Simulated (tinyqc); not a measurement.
MOSFET in the linear regime without short-channel effects, parameter extraction from computed curves: two steps of the calculation.

Inversion charge Q = Cox n Vt W0(exp((Vg - VT)/(n Vt))), W0 the Lambert function and n = nf; u = Q/Cox; mobility mu = mu0/(1 + th1 u + th2 u^2); channel resistance Rch = (L - dL)/(W mu Q); Id = Vd/(Rch + Rsd/W). Cox = eps0 eox/tox. Small Vd, no channel-length or drain effects.

Values chosen for this exercise; channel values of the order met in silicon transistors:
```
symbol,value,unit,meaning
eox,3.9,,relative permittivity of the gate insulator (close to silicon dioxide)
tox,6.7,nm,insulator thickness
mu0,420,cm^2/(V s),low-field mobility
th2,0,1/V^2,second mobility attenuation factor
VT,0.46,V,threshold voltage
W,1,um,gate width
L,0.055,um,drawn gate length
dL,0.006,um,drawn less effective length
Vd,0.05,V,drain voltage
```

Constants: eps0 = 8.8541878128e-14 F/cm where lengths are in cm. Results are converted to the units shown.

Problem 1. Threshold and mobility at the peak transconductance. gm_i = (Id_(i+1) - Id_(i-1))/(Vg_(i+1) - Vg_(i-1)); at the point j of largest gm the tangent meets the axis at V_ext = Vg_j - Id_j/gm_j; field-effect mobility gm_j L/(W Cox Vd) with the drawn L.

```
point	Vg (V)	Id (uA)
0	0.26	2.1706801e-11
1	0.36	6.1787365e-6
2	0.46	0.99187691
3	0.56	16.336160
4	0.66	31.779745
5	0.76	44.835955
6	0.86	55.845779
7	0.96	65.211269
8	1.06	73.258738
```

Give: gm; j; V_ext; field-effect mobility.

Solution 1.

gm, point 1 to 7 (uS): 4.959  81.68  153.9  142.5  120.3  101.9  87.06
j = 3
V_ext = 0.4539 V
field-effect mobility = 328.6 cm^2/(V s)

V_ext is 6.1 mV below the model VT, and the mobility so found is 30 % below mu0 L/(L - dL) = 471 cm^2/(V s), the value for the drawn L; attenuation, series resistance and the slow approach of Q to a straight line all lower the peak gm.

Problem 2. The Y function. Y_i = Id_i/sqrt(gm_i). For Id = beta Vd x/(1 + th x), x = Vg - VT, Y = sqrt(beta Vd) x whatever th. Slope s from points 4 and 7; VT_Y = Vg - Y/s at point 7; beta = s^2/Vd; mobility beta L/(W Cox) with the drawn L; th* = (beta Vd x/Id - 1)/x at point 7.

```
point	Vg (V)	Id (uA)
0	0.26	2.1706801e-11
1	0.36	6.1787365e-6
2	0.46	0.99187691
3	0.56	16.336160
4	0.66	31.779745
5	0.76	44.835955
6	0.86	55.845779
7	0.96	65.211269
8	1.06	73.258738
```

gm, point 1 to 7 (uS): 4.9593846  81.680770  153.93934  142.49897  120.33017  101.87657  87.064793

Wanted: Y; s; VT_Y; beta; mobility from Y; th*.

Solution 2.

Y, point 1 to 7 (uA^0.5 V^0.5): 2.775e-6  0.1097  1.317  2.662  4.087  5.533  6.989
s = 14.42 uA^0.5 V^-0.5
VT_Y = 0.4754 V
beta = 4160 uA/V^2
mobility from Y = 443.9 cm^2/(V s)
th* = 1.126 1/V

The mobility from Y is 5.8 % below mu0 L/(L - dL) = 471 cm^2/(V s), which it should reach in deep inversion when th2 = 0.

Computed by the program tinyqc: `OMP_NUM_THREADS=1 python tinyqc.py 2210136 2210137 out.jsonl`, one thread of a shared Intel Xeon 2.30GHz, about 0.01 s for the whole run.
